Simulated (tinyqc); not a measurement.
MOS structure on a p-type body, non-linear Poisson equation by Newton steps: effect of the acceptor density deep in the body on threshold, swing and body effect.

One dimension, insulator interface at x = 0, acceptor density Na, uniform, net doping C = -(acceptor density). psi is counted from the intrinsic level: n = ni exp((psi - Vb)/Vt), p = ni exp(-psi/Vt); deep in the body psi_b = -Vt ln(Na/ni). The gate acts through Cox = eps0 eox/tox and has the potential psi_G = Vg - (phiM - chi - Vt ln(Nc/ni)). Boltzmann statistics, full ionisation, classical densities, no oxide or interface charge.

ni = sqrt(Nc Nv) exp(-Eg/(2 Vt)), Eg in volts. The Poisson equation d/dx(eps0 eps_r dpsi/dx) = -q (p - n + C), with eps0 eps_r dpsi/dx = -Cox (psi_G - psi_0) at x = 0, is solved on a mesh of about 600 nodes or more. N_inv is the integral of n less its value deep in the body. VT is the Vg at which N_inv = 2e11 cm^-2. m = 1/(dpsi_0/dVg) at N_inv = 1e8 cm^-2; the swing is the Vg between N_inv = 1e8 and 1e9 cm^-2; body coefficient [VT(Vb + 0.05 V) - VT(Vb)]/0.05 V - 1.

Inputs (values chosen for the exercise); band and dielectric values close to those of silicon:
```
symbol,value,unit,meaning
T,250,K,temperature
Eg,1.13,eV,band gap
eps_r,11.8,,relative permittivity
Nc,2.11e19,cm^-3,conduction-band density of states at T
Nv,2.01e19,cm^-3,valence-band density of states at T
chi,4.05,eV,electron affinity
eox,3.9,,relative permittivity of the gate insulator (close to silicon dioxide)
tox,3.6,nm,insulator thickness
phiM,4.16,eV,gate work function
Vb,1,V,electron quasi-Fermi potential against the body
```

Constants: q = 1.602176634e-19 C, kB = 1.380649e-23 J/K, Vt = kB T/q, eps0 = 8.8541878128e-14 F/cm where lengths are in cm. Results are converted to the units shown.

Effect of the acceptor density deep in the body on threshold, swing and body effect:
```
Na (cm^-3),VT (V),psi_0 - psi_b at VT (V),m - 1,swing (mV/decade),body coefficient
6.2e15,1.13,1.88,0.0190,51.0,0.0221
9.2e15,1.15,1.89,0.0229,51.2,0.0260
1.3e16,1.17,1.90,0.0270,51.4,0.0300
2e16,1.20,1.92,0.0332,51.7,0.0360
2.9e16,1.23,1.93,0.0397,52.0,0.0423
4.3e16,1.26,1.94,0.0480,52.4,0.0503
6.2e16,1.30,1.95,0.0573,52.9,0.0592
```

As Na goes from 6.2e15 to 6.2e16, VT rises from 1.13 to 1.30 V, the swing rises from 51.0 to 52.9 mV/decade and the body coefficient rises from 0.0221 to 0.0592. The swing stays within 0.90 % of m Vt ln 10, and the body coefficient within 0.0031 of m - 1.

tinyqc, about 0.5 s, one thread, Intel Xeon 2.30GHz (shared host): `OMP_NUM_THREADS=1 python tinyqc.py 2080132 2080133 out.jsonl`
